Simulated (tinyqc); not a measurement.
Square on-chip spiral inductor, lumped pi model: one step of the calculation.

Outer diameter do = di + 2 n wd + 2 (n - 1) sp, mean da = (do + di)/2, fill p = (do - di)/(do + di), length l = 4 n da. L = 2.34 mu0 n^2 da/(1 + 2.75 p), mu0 = 4 pi 1e-7 H/m. Rs = rho l/(wd delta (1 - exp(-th/delta))), delta = sqrt(rho/(pi f mu0)). Cs = n wd^2 eps0 eo/hu across the coil. At each end Cox = l wd eps0 eo/(2 ho) leads to the substrate branch Rsi = 2 rs he/(l wd) in parallel with Csi = l wd eps0 11.7/(2 he). With one end grounded Y = 1/(Rs + i w L) + i w Cs + 1/[1/(i w Cox) + 1/(1/Rsi + i w Csi)], w = 2 pi f; Q = -Im Y/Re Y. Eddy currents in neighbouring turns and in the substrate are left out.

Question. Geometry and model elements. do, l, L, delta, Rs, Cs, Cox, Rsi and Csi as defined.

Inputs (values chosen for the exercise); values of the order met in silicon radio-frequency processes:
```
symbol  value     unit                                     meaning
n         3.5                                      number of turns
wd          4       um                                  line width
sp        1.5       um                         space between turns
di         60       um                              inner diameter
th        0.9       um                             metal thickness
rho       1.9  uohm cm                           metal resistivity
ho        9.7       um                        oxide below the coil
hu        0.8       um            oxide between coil and underpass
eo          3                   relative permittivity of the oxide
rs        100   ohm cm                       substrate resistivity
he         30       um  effective spreading depth in the substrate
f         1.3      GHz                                   frequency
```

Constants: eps0 = 8.8541878128e-12 F/m. Results are converted to the units shown.

Give: do; l; L; delta; Rs; Cs; Cox; Rsi; Csi.

Answer.

do = 95.500 um
l = 1088.5 um
L = 1.7205 nH
delta = 1.9241 um
Rs = 7.1928 ohm
Cs = 1.8594 fF
Cox = 5.9615 fF
Rsi = 13780 ohm
Csi = 7.5175 fF

Computed by the program tinyqc: `OMP_NUM_THREADS=1 python tinyqc.py 2302018 2302019 out.jsonl`, one thread of a shared Intel Xeon 2.30GHz, about 0.01 s for the whole run.
